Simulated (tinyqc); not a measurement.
Inside a calculation. Method: coupled-perturbed Hartree-Fock on RHF in the sto-3g basis, for BeH2, spin multiplicity 1. Computed by tinyqc, a small Python program that keeps every step (integrals from PySCF). Settings: charge = 0, multiplicity = 1, basis = sto-3g, method = RHF, energy threshold = 1e-10, iteration cap = 77, orthogonalisation = canonical, start = core, DIIS depth = 6. Command: `OMP_NUM_THREADS=1 python tinyqc.py 23359 23360 out.jsonl` (the two numbers bound the seeds that draw the settings). One thread of a shared host (Intel(R) Xeon(R) Processor @ 2.60GHz), about 0.2 s of CPU time with the checks. The early iterations of the SCF are left out here.

## One-electron integrals

Geometry (angstrom):
```
atom       x        y       z
Be    0.0000   0.0000  0.0000
H     0.0000   1.3890  0.0000
H     0.0000  -1.4840  0.0000
```

Basis sto-3g: exponents (1/bohr^2) and contraction coefficients of normalised primitives:
```
element  l (shell)  exponent  coefficient
Be           s (1)   30.1679       0.1543
Be           s (1)    5.4951       0.5353
Be           s (1)    1.4872       0.4446
Be           s (2)    1.3148      -0.1000
Be           s (2)    0.3055       0.3995
Be           s (2)    0.0994       0.7001
Be           p (3)    1.3148       0.1559
Be           p (3)    0.3055       0.6077
Be           p (3)    0.0994       0.3920
H            s (1)    3.4253       0.1543
H            s (1)    0.6239       0.5353
H            s (1)    0.1689       0.4446
```

Overlap, kinetic and nuclear-attraction integrals over the contracted functions; the nuclear repulsion is the sum of Za Zb / Rab.

nuclear repulsion = 3.134452 hartree

overlap S, lower triangle:
```
         1Be 1s  1Be 2s  1Be 2px  1Be 2py  1Be 2pz   2H 1s   3H 1s
1Be 1s   1.0000
1Be 2s   0.2595  1.0000
1Be 2px  0.0000  0.0000   1.0000
1Be 2py  0.0000  0.0000   0.0000   1.0000
1Be 2pz  0.0000  0.0000   0.0000   0.0000   1.0000
2H 1s    0.0624  0.4403   0.0000   0.5117   0.0000  1.0000
3H 1s    0.0506  0.4031   0.0000  -0.4822   0.0000  0.0238  1.0000
```

kinetic energy T (hartree), lower triangle:
```
          1Be 1s  1Be 2s  1Be 2px  1Be 2py  1Be 2pz    2H 1s   3H 1s
1Be 1s    6.6940
1Be 2s   -0.0330  0.2111
1Be 2px   0.0000  0.0000   0.6606
1Be 2py   0.0000  0.0000   0.0000   0.6606
1Be 2pz   0.0000  0.0000   0.0000   0.0000   0.6606
2H 1s    -0.0157  0.0617   0.0000   0.1778   0.0000   0.7600
3H 1s    -0.0137  0.0487   0.0000  -0.1484   0.0000  -0.0077  0.7600
```

nuclear attraction V (hartree), lower triangle:
```
           1Be 1s   1Be 2s  1Be 2px  1Be 2py  1Be 2pz    2H 1s    3H 1s
1Be 1s   -15.2987
1Be 2s    -2.0907  -3.0138
1Be 2px    0.0000   0.0000  -2.9250
1Be 2py   -0.0021  -0.0111   0.0000  -3.1364
1Be 2pz    0.0000   0.0000   0.0000   0.0000  -2.9250
2H 1s     -0.5014  -1.2771   0.0000  -1.4517   0.0000  -2.9248
3H 1s     -0.4058  -1.1345   0.0000   1.3228   0.0000  -0.0802  -2.8310
```

core Hamiltonian H = T + V (hartree), lower triangle:
```
          1Be 1s   1Be 2s  1Be 2px  1Be 2py  1Be 2pz    2H 1s    3H 1s
1Be 1s   -8.6047
1Be 2s   -2.1237  -2.8027
1Be 2px   0.0000   0.0000  -2.2644
1Be 2py  -0.0021  -0.0111   0.0000  -2.4758
1Be 2pz   0.0000   0.0000   0.0000   0.0000  -2.2644
2H 1s    -0.5171  -1.2153   0.0000  -1.2740   0.0000  -2.1648
3H 1s    -0.4195  -1.0858   0.0000   1.1744   0.0000  -0.0879  -2.0709
```

## Two-electron integrals

Functions are numbered as in S; the eight-fold symmetry (ij|kl) = (ji|kl) = (kl|ij) leaves the list below.

Two-electron integrals (ij|kl) in chemists' order, unique and non-zero (hartree):
```
(11|11) 2.2988      (21|11) 0.3920      (21|21) 0.0795      (22|11) 0.5710
(22|21) 0.1430      (22|22) 0.4177      (31|31) 0.0146      (32|31) 0.0219
(32|32) 0.0923      (33|11) 0.5696      (33|21) 0.1431      (33|22) 0.4176
(33|33) 0.4499      (41|41) 0.0146      (42|41) 0.0219      (42|42) 0.0923
(43|43) 0.0242      (44|11) 0.5696      (44|21) 0.1431      (44|22) 0.4176
(44|33) 0.4014      (44|44) 0.4499      (51|51) 0.0146      (52|51) 0.0219
(52|52) 0.0923      (53|53) 0.0242      (54|54) 0.0242      (55|11) 0.5696
(55|21) 0.1431      (55|22) 0.4176      (55|33) 0.4014      (55|44) 0.4014
(55|55) 0.4499      (61|11) 0.0932      (61|21) 0.0189      (61|22) 0.0342
(61|33) 0.0340      (61|41) 0.0017      (61|42) 0.0032      (61|44) 0.0348
(61|55) 0.0340      (61|61) 0.0047      (62|11) 0.2126      (62|21) 0.0540
(62|22) 0.1700      (62|33) 0.1637      (62|41) 0.0071      (62|42) 0.0423
(62|44) 0.1824      (62|55) 0.1637      (62|61) 0.0142      (62|62) 0.1004
(63|31) 0.0051      (63|32) 0.0236      (63|43) 0.0075      (63|63) 0.0096
(64|11) 0.2234      (64|21) 0.0574      (64|22) 0.1898      (64|33) 0.1786
(64|41) 0.0116      (64|42) 0.0661      (64|44) 0.2121      (64|55) 0.1786
(64|61) 0.0158      (64|62) 0.1279      (64|64) 0.1689      (65|51) 0.0051
(65|52) 0.0236      (65|54) 0.0075      (65|65) 0.0096      (66|11) 0.3781
(66|21) 0.0977      (66|22) 0.3438      (66|33) 0.3188      (66|41) 0.0156
(66|42) 0.1181      (66|44) 0.3935      (66|55) 0.3188      (66|61) 0.0264
(66|62) 0.2545      (66|64) 0.3451      (66|66) 0.7746      (71|11) 0.0755
(71|21) 0.0153      (71|22) 0.0278      (71|33) 0.0276      (71|41) -0.0014
(71|42) -0.0026     (71|44) 0.0282      (71|55) 0.0276      (71|61) 0.0035
(71|62) 0.0097      (71|64) 0.0099      (71|66) 0.0173      (71|71) 0.0031
(72|11) 0.1874      (72|21) 0.0477      (72|22) 0.1521      (72|33) 0.1463
(72|41) -0.0062     (72|42) -0.0386     (72|44) 0.1636      (72|55) 0.1463
(72|61) 0.0106      (72|62) 0.0478      (72|64) 0.0484      (72|66) 0.0900
(72|71) 0.0102      (72|72) 0.0833      (73|31) 0.0043      (73|32) 0.0204
(73|43) -0.0066     (73|63) 0.0035      (73|73) 0.0075      (74|11) -0.2026
(74|21) -0.0521     (74|22) -0.1745     (74|33) -0.1642     (74|41) 0.0101
(74|42) 0.0600      (74|44) -0.1950     (74|55) -0.1642     (74|61) -0.0111
(74|62) -0.0503     (74|64) -0.0490     (74|66) -0.0934     (74|71) -0.0116
(74|72) -0.1085     (74|74) 0.1459      (75|51) 0.0043      (75|52) 0.0204
(75|54) -0.0066     (75|65) 0.0035      (75|75) 0.0075      (76|11) 0.0149
(76|21) 0.0037      (76|22) 0.0104      (76|33) 0.0102      (76|41) -1.52e-05
(76|42) -1.13e-04   (76|44) 0.0107      (76|55) 0.0102      (76|61) 0.0009
(76|62) 0.0043      (76|64) 0.0048      (76|66) 0.0088      (76|71) 0.0007
(76|72) 0.0040      (76|74) -0.0046     (76|76) 2.64e-04    (77|11) 0.3547
(77|21) 0.0918      (77|22) 0.3288      (77|33) 0.3051      (77|41) -0.0139
(77|42) -0.1119     (77|44) 0.3761      (77|55) 0.3051      (77|61) 0.0201
(77|62) 0.0969      (77|64) 0.0970      (77|66) 0.1842      (77|71) 0.0200
(77|72) 0.2296      (77|74) -0.3175     (77|76) 0.0088      (77|77) 0.7746
```

## Orthogonalisation

S = U s U^T; canonical form X = U s^(-1/2), so that X^T S X = 1. Each column of U has its largest component positive (the first on a tie).

eigenvalues of S: 0.2805  0.3904  0.9457  1.0000  1.0000  1.6674  1.7159

X:
```
               1        2        3       4        5        6        7
1Be 1s   -0.0577  -0.3538   0.9426  0.0000   0.0000   0.1805   0.1800
1Be 2s    0.2808   1.1372  -0.0731  0.0000   0.0000   0.3686   0.3750
1Be 2px   0.0000   0.0000   0.0000  0.9992  -0.0399   0.0000   0.0000
1Be 2py   1.2955  -0.2296  -0.0090  0.0000   0.0000  -0.3972   0.3783
1Be 2pz   0.0000   0.0000   0.0000  0.0399   0.9992   0.0000   0.0000
2H 1s    -1.1131  -0.5580  -0.2768  0.0000   0.0000  -0.0258   0.5162
3H 1s     0.7518  -0.8824  -0.2947  0.0000   0.0000   0.5223  -0.0137
```

Within a degenerate level the vectors are fixed only up to a rotation; this is one choice.

## Iteration 7 (converged): orbitals

converged F (hartree), lower triangle:
```
          1Be 1s   1Be 2s  1Be 2px  1Be 2py  1Be 2pz    2H 1s    3H 1s
1Be 1s   -4.5219
1Be 2s   -1.2885  -0.6148
1Be 2px   0.0000   0.0000   0.2134
1Be 2py  -0.0003  -0.0138   0.0000  -0.1967
1Be 2pz   0.0000   0.0000   0.0000   0.0000   0.2134
2H 1s    -0.3190  -0.3984   0.0000  -0.3285   0.0000  -0.2935
3H 1s    -0.2596  -0.3644   0.0000   0.3142   0.0000  -0.0313  -0.2578
```

Diagonalise F' = X^T F X, C = X C', fill 3 alpha and 3 beta electrons from the bottom; D = 2 C_occ C_occ^T. Each column has its largest component positive (the first on a tie).

F' = X^T F X (hartree), lower triangle:
```
         1       2        3       4       5        6        7
1   0.8173
2  -0.0603  0.3416
3   0.0607  0.5533  -3.6146
4   0.0000  0.0000   0.0000  0.2134
5   0.0000  0.0000   0.0000  0.0000  0.2134
6  -0.0165  0.1590  -1.1405  0.0000  0.0000  -0.8150
7   0.0467  0.1512  -1.1672  0.0000  0.0000  -0.4368  -0.8568
```

orbital energies (hartree): MO1 -4.5253, MO2 -0.4416, MO3 -0.3980, MO4 0.2134, MO5 0.2134, MO6 0.4111, MO7 0.8265

coefficients C:
```
             MO1      MO2      MO3     MO4      MO5      MO6      MO7
1Be 1s    0.9918  -0.2130  -0.0458  0.0000   0.0000  -0.2250  -0.0144
1Be 2s    0.0316   0.5639   0.1369  0.0000   0.0000   1.1395   0.1335
1Be 2px   0.0000   0.0000   0.0000  0.7642  -0.6450   0.0000   0.0000
1Be 2py   0.0001   0.1100  -0.4872  0.0000   0.0000  -0.0654   1.3335
1Be 2pz   0.0000   0.0000   0.0000  0.6450   0.7642   0.0000   0.0000
2H 1s    -0.0033   0.4743  -0.3143  0.0000   0.0000  -0.7294  -1.0190
3H 1s    -0.0036   0.2903   0.4970  0.0000   0.0000  -0.8140   0.8425
```

D after iteration 7, lower triangle:
```
          1Be 1s   1Be 2s  1Be 2px  1Be 2py  1Be 2pz    2H 1s   3H 1s
1Be 1s    2.0622
1Be 2s   -0.1900   0.6754
1Be 2px   0.0000   0.0000   0.0000
1Be 2py  -0.0021  -0.0094   0.0000   0.4989
1Be 2pz   0.0000   0.0000   0.0000   0.0000   0.0000
2H 1s    -0.1798   0.4486   0.0000   0.4106   0.0000   0.6474
3H 1s    -0.1763   0.4632   0.0000  -0.4205   0.0000  -0.0371  0.6626
```

Within a degenerate level the vectors are fixed only up to a rotation; this is one choice.

## Convergence

Stop when the energy changes by less than 1e-10 hartree and every element of the error matrix X^T (F D S - S D F) X is below 3e-06.

Course of the cycle:
```
iteration  E (hartree)     change  largest element of the error matrix
1           -14.971004          -                             5.79e-01
2           -15.542626  -5.72e-01                             4.72e-02
3           -15.545028  -2.40e-03                             2.62e-03
4           -15.545035  -6.93e-06                             3.56e-04
5           -15.545035  -2.53e-07                             1.36e-05
6           -15.545035  -1.94e-10                             4.09e-07
7           -15.545035  -1.63e-13                             1.24e-08
```

PySCF RHF in the same basis = -15.545035 hartree

Converged in 7 iterations.

## Integrals over molecular orbitals

(pq|rs) = sum C_ip C_jq C_kr C_ls (ij|kl), one index at a time.

one-electron integrals over orbitals h = C^T H C (hartree), lower triangle:
```
         1        2        3        4        5        6        7
1  -8.5932
2   0.2114  -2.3953
3   0.0463   0.0151  -2.3260
4   0.0000   0.0000   0.0000  -2.2644
5   0.0000   0.0000   0.0000   0.0000  -2.2644
6   0.2001  -0.1947  -0.0828   0.0000   0.0000  -1.9085
7   0.0102  -0.0677   0.2885   0.0000   0.0000   0.0071  -1.8343
```

Two-electron integrals over orbitals (pq|rs), unique and non-zero (hartree):
```
(11|11) 2.2717      (21|11) -0.1882     (21|21) 0.0243      (22|11) 0.4745
(22|21) -0.0045     (22|22) 0.4223      (31|11) -0.0402     (31|21) 0.0039
(31|22) -0.0069     (31|31) 0.0063      (32|11) 0.0009      (32|21) -0.0034
(32|22) -0.0695     (32|31) 0.0108      (32|32) 0.1312      (33|11) 0.4389
(33|21) -0.0039     (33|22) 0.3690      (33|31) 0.0044      (33|32) 0.0565
(33|33) 0.4497      (41|41) 0.0158      (42|41) 0.0147      (42|42) 0.0469
(43|41) 0.0033      (43|42) 0.0071      (43|43) 0.0151      (44|11) 0.5692
(44|21) -0.0075     (44|22) 0.3627      (44|31) -0.0015     (44|32) -1.18e-04
(44|33) 0.3459      (44|44) 0.4499      (51|51) 0.0158      (52|51) 0.0147
(52|52) 0.0469      (53|51) 0.0033      (53|52) 0.0071      (53|53) 0.0151
(54|54) 0.0242      (55|11) 0.5692      (55|21) -0.0075     (55|22) 0.3627
(55|31) -0.0015     (55|32) -1.18e-04   (55|33) 0.3459      (55|44) 0.4014
(55|55) 0.4499      (61|11) -0.1880     (61|21) 0.0244      (61|22) -0.0070
(61|31) 0.0059      (61|32) 0.0009      (61|33) -0.0030     (61|44) -0.0052
(61|55) -0.0052     (61|61) 0.0253      (62|11) 0.1175      (62|21) -0.0062
(62|22) -0.0286     (62|31) -3.72e-04   (62|32) 0.0211      (62|33) -0.0339
(62|44) 0.0563      (62|55) 0.0563      (62|61) -0.0044     (62|62) 0.0758
(63|11) 0.0420      (63|21) -0.0013     (63|22) 0.0373      (63|31) -0.0016
(63|32) -0.0805     (63|33) -0.0488     (63|44) 0.0209      (63|55) 0.0209
(63|61) -0.0014     (63|62) 0.0082      (63|63) 0.0892      (64|41) 0.0163
(64|42) 0.0455      (64|43) 0.0114      (64|64) 0.0501      (65|51) 0.0163
(65|52) 0.0455      (65|53) 0.0114      (65|65) 0.0501      (66|11) 0.4695
(66|21) -0.0069     (66|22) 0.3803      (66|31) -1.61e-04   (66|32) 0.0128
(66|33) 0.4051      (66|44) 0.3605      (66|55) 0.3605      (66|61) -0.0062
(66|62) -0.0278     (66|63) -0.0189     (66|66) 0.4054      (71|11) -0.0116
(71|21) 0.0040      (71|22) 0.0084      (71|31) -0.0098     (71|32) -0.0172
(71|33) -0.0082     (71|44) -1.68e-04   (71|55) -1.68e-04   (71|61) 2.92e-04
(71|62) -0.0013     (71|63) 0.0006      (71|66) -0.0025     (71|71) 0.0199
(72|11) 0.0371      (72|21) -0.0005     (72|22) -0.0228     (72|31) -0.0040
(72|32) 0.0392      (72|33) 0.0094      (72|44) 0.0161      (72|55) 0.0161
(72|61) -0.0015     (72|62) 0.0307      (72|63) -0.0539     (72|66) -0.0021
(72|71) 0.0074      (72|72) 0.0619      (73|11) -0.1399     (73|21) 0.0046
(73|22) 0.0016      (73|31) -0.0005     (73|32) -0.0015     (73|33) 0.0175
(73|44) -0.0622     (73|55) -0.0622     (73|61) 0.0032      (73|62) -0.0678
(73|63) -0.0304     (73|66) 0.0222      (73|71) 0.0026      (73|72) -0.0134
(73|73) 0.0795      (74|41) 0.0013      (74|42) 0.0067      (74|43) -0.0123
(74|64) 0.0027      (74|74) 0.0170      (75|51) 0.0013      (75|52) 0.0067
(75|53) -0.0123     (75|65) 0.0027      (75|75) 0.0170      (76|11) -0.0031
(76|21) 0.0026      (76|22) 0.0618      (76|31) -0.0101     (76|32) -0.1258
(76|33) -0.0620     (76|44) 0.0009      (76|55) 0.0009      (76|61) -0.0012
(76|62) -0.0177     (76|63) 0.0903      (76|66) -0.0181     (76|71) 0.0163
(76|72) -0.0518     (76|73) -0.0024     (76|76) 0.1364      (77|11) 0.5630
(77|21) -0.0078     (77|22) 0.4254      (77|31) -0.0029     (77|32) -0.0229
(77|33) 0.4227      (77|44) 0.3851      (77|55) 0.3851      (77|61) -0.0084
(77|62) -0.0300     (77|63) 0.0092      (77|66) 0.4217      (77|71) 0.0011
(77|72) -0.0138     (77|73) 0.0021      (77|76) 0.0169      (77|77) 0.4752
```

## Response to a field: uncoupled start

dipole integrals <a|z|i> (bohr):
```
        i1      i2      i3
a4  0.0979  0.6071  0.1379
a5  0.1160  0.7194  0.1634
a6  0.0000  0.0000  0.0000
a7  0.0000  0.0000  0.0000
```

Field along z; U_ai = -mu_ai / (e_a - e_i), alpha = -4 sum U_ai mu_ai.

uncoupled U:
```
         i1       i2       i3
a4  -0.0207  -0.9269  -0.2255
a5  -0.0245  -1.0983  -0.2672
a6   0.0000   0.0000   0.0000
a7   0.0000   0.0000   0.0000
```

uncoupled polarisability = 5.7299 bohr^3

## Coupled step 1

U_ai = -(mu_ai + sum_bj [4 (ai|bj) - (ab|ij) - (aj|bi)] U_bj) / (e_a - e_i); alpha = -4 sum U_ai mu_ai.

U after step 1:
```
         i1       i2       i3
a4  -0.0123  -1.2322  -0.3034
a5  -0.0146  -1.4601  -0.3595
a6   0.0000   0.0000   0.0000
a7   0.0000   0.0000   0.0000
```

polarisability = 7.6078 bohr^3

## Coupled step 2

As before.

U after step 2:
```
         i1       i2       i3
a4  -0.0079  -1.3339  -0.3311
a5  -0.0093  -1.5805  -0.3924
a6   0.0000   0.0000   0.0000
a7   0.0000   0.0000   0.0000
```

polarisability = 8.2338 bohr^3

## Coupled polarisability

Repeat until U stops changing; compare with -d2E/dF2.

Course of the coupled iterations:
```
step  alpha (bohr^3)
0             5.7299
1             7.6078
2             8.2338
3             8.4436
4             8.5141
5             8.5378
6             8.5458
7             8.5485
8             8.5494
9             8.5497
10            8.5498
11            8.5498
12            8.5499
13            8.5499
14            8.5499
15            8.5499
16            8.5499
17            8.5499
18            8.5499
19            8.5499
20            8.5499
21            8.5499
22            8.5499
```

coupled polarisability = 8.5499 bohr^3

finite-field check, fields of +/-0.001 au = 8.5498 bohr^3
